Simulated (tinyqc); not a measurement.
Koster-Slater impurity in a tight-binding band, by Green functions and by supercells: one step, computed by the program tinyqc.

One orbital per site, e(k) = -2 t sum cos(k_i) over 3 direction(s), band from -6 t to 6 t, lattice constant 1. One site has the extra energy U. Spin is left out.

Task: The level in the supercell. In a periodic cell of N sites along each direction with Bloch vector K, the level solves 1/U = N^-d sum_k 1/(E - e(k)), k_i = (2 pi m_i + K_i)/N, m_i = 0..N-1; the outermost root on the side of U is taken (bisection). d is the number of directions. Gamma means K_i = 0, the zone corner K_i = pi, the quarter point K_i = pi/2. The error is measured against the isolated level E_b.

Inputs (values chosen for the exercise, for a model band): hopping t = 1.1 eV; impurity potential U = 4.96 eV; supercell edge N = 4 sites.

Lattice: simple cubic.

level E_b = 6.754060 eV

Give: level at Gamma; level at the corner; level at the quarter point; error at Gamma; width between Gamma and the corner.

Result:

level at Gamma = 7.0143 eV

level at the corner = 6.5028 eV

level at the quarter point = 6.7298 eV

error at Gamma = 0.26019 eV

width between Gamma and the corner = 0.51144 eV

Images turn the level into a band 0.511 eV wide; the quarter point misses the isolated level by -0.024 eV, far less than Gamma, because the leading hopping between images averages out there.
